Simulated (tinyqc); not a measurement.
Deep-level transient spectroscopy (DLTS) of one majority-carrier trap: one step, computed by the program tinyqc. Command: `OMP_NUM_THREADS=1 python tinyqc.py 3023761 3023762 out.jsonl dlts walk`. One thread of a shared host (Intel(R) Xeon(R) Processor @ 2.30GHz), about 0.07 s of CPU time with the checks.

A filling pulse loads the traps in a one-sided junction; under reverse bias they empty at the rate e, and the capacitance relaxes as C(t) = C_0 - dC exp(-e t). The signal is S = [C(t_2) - C(t_1)]/dC.

Task: Peaks for six windows. e = g sigma v N_b exp(-E/k_B T), v = sqrt(3 k_B T/m), N_b = 2 M (2 pi m k_B T/h^2)^(3/2), sigma = sigma_0, E = E_t - dE with the one-dimensional Poole-Frenkel lowering dE = sqrt(e^3 F/(pi eps eps_0)), F being held as an input apart from the bias (the centre is charged when empty). S(e) = exp(-e t_1) - exp(-e t_2) peaks at the rate window e_0 = ln(t_2/t_1)/(t_2 - t_1). t_1 is scaled by 0.1, 0.3, 1, 3, 10 and 30 at fixed t_2/t_1; each T_p by bisection.

Inputs (values chosen for the exercise, with mass and screening modelled on GaSb):
```
quantity                    value  unit
density-of-states mass m    0.388   m_0
valleys M                       1     -
trap depth E_t              0.202    eV
cross-section sigma_0     3.4e-14  cm^2
degeneracy ratio g              1     -
gate time t_1               0.004     s
ratio t_2/t_1                  10     -
dielectric constant eps        16     -
mean field F                71000  V/cm
```

Carriers: holes. Extra term: Poole-Frenkel lowering.

Constants: k_B = 8.617333262e-05 eV/K; k_B = 1.380649e-23 J/K; m_0 = 9.1093837015e-31 kg; h = 6.62607015e-34 J s; e = 1.602176634e-19 C; eps_0 = 8.8541878128e-12 F/m.

Give: Arrhenius data.

Result:

Arrhenius data:
```
t_1 (s)  e_0 (1/s)  T_p (K)  1/(k_B T_p) (1/eV)  ln(e_0/T_p^2)
0.0004      639.61   87.606              132.46        -2.4848
0.0012      213.20   83.442              139.07        -3.4861
0.0040       63.96   79.293              146.35        -4.5880
0.0120       21.32   75.839              153.02        -5.5976
0.0400        6.40   72.371              160.35        -6.7079
0.1200        2.13   69.463              167.06        -7.7245
```
